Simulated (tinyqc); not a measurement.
Two-sublattice mean-field magnet: ferrimagnet, compensation points and susceptibility: one step, computed by the program tinyqc. Command: `OMP_NUM_THREADS=1 python tinyqc.py 3028456 3028457 out.jsonl ferri walk`. One thread of a shared host (Intel(R) Xeon(R) Processor @ 2.30GHz), about 0.01 s of CPU time with the checks.

A random alloy A(1-x)B(x) with H = -sum over pairs J S_i.S_j. a = <S_A> and b = <S_B> are taken along z, a > 0. Exchange fields: h_A = (1 - x) zJ_AA a + x zJ_AB b, h_B = (1 - x) zJ_AB a + x zJ_BB b; a = S_A B_(S_A)(S_A h_A/(k_B T)) and likewise for b, with the Brillouin function B_S(y) = [(2S + 1)/(2S)] coth[(2S + 1) y/(2S)] - [1/(2S)] coth[y/(2S)].

Question. Net moment and spin. Net moment m = (1 - x) g_A a + x g_B b in mu_B per site; net spin s = (1 - x) a + x b. At T = 0, a = S_A and b = -S_B. Effective g = m/s.

Inputs (values chosen for the exercise, for a model ferrimagnet): spin S_A = 1.5; spin S_B = 1.5; g factor g_A = 2.2; g factor g_B = 2; fraction x of B sites = 0.13.

a = 0.9826908

b = -0.2358394

Give: net moment m; net spin s; m at T = 0; effective g.

Answer.

net moment m = 1.820 mu_B

net spin s = 0.8243

m at T = 0 = 2.481 mu_B

effective g = 2.207

A dominates at T, as at T = 0.
